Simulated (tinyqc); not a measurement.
Thermal and gravitational stress in a wafer during furnace and rapid thermal processing, and the onset of slip: one step, computed by the program tinyqc. Command: `OMP_NUM_THREADS=1 python tinyqc.py 3019193 3019194 out.jsonl slip walk`. One thread of a shared host (Intel(R) Xeon(R) Processor @ 2.30GHz), about 0.01 s of CPU time with the checks.

A thin free disc in plane stress, isotropic; T(r) = T_centre + dT (r/R)^n. Stress is positive in tension; sigma_SB = 5.670374419e-8 W/(m^2 K^4), g = 9.80665 m/s^2.

Problem. Resolved stress round the edge. At the edge the stress is uniaxial along the tangent d = (cos phi, sin phi, 0) of a (001) wafer; the Schmid factor is the largest |(d.n)(d.b)| over the twelve {111}<110> systems.

Inputs (values chosen for the exercise, modelled on silicon): edge less centre temperature dT = -19 K.

Temperature profile: edge zone, power law.

hoop stress at the edge = 9.09207 MPa

Give: Schmid factor and resolved stress at phi = 0, 7.5, 15, 22.5, 30, 37.5 and 45 degrees from [100].

Solution.

Schmid factor and resolved stress at phi = 0, 7.5, 15, 22.5, 30, 37.5 and 45 degrees from [100]:
```
phi from [100] (degrees)  Schmid factor  resolved stress (MPa)
0.0                              0.4082                  3.712
7.5                              0.4541                  4.129
15.0                             0.4830                  4.391
22.5                             0.4928                  4.481
30.0                             0.4830                  4.391
37.5                             0.4541                  4.129
45.0                             0.4082                  3.712
```

The factor is 1/sqrt(6) = 0.408 along <100> and <110> and peaks at 0.4928 at 22.5 degrees, so slip, if any, starts at eight places between these directions.
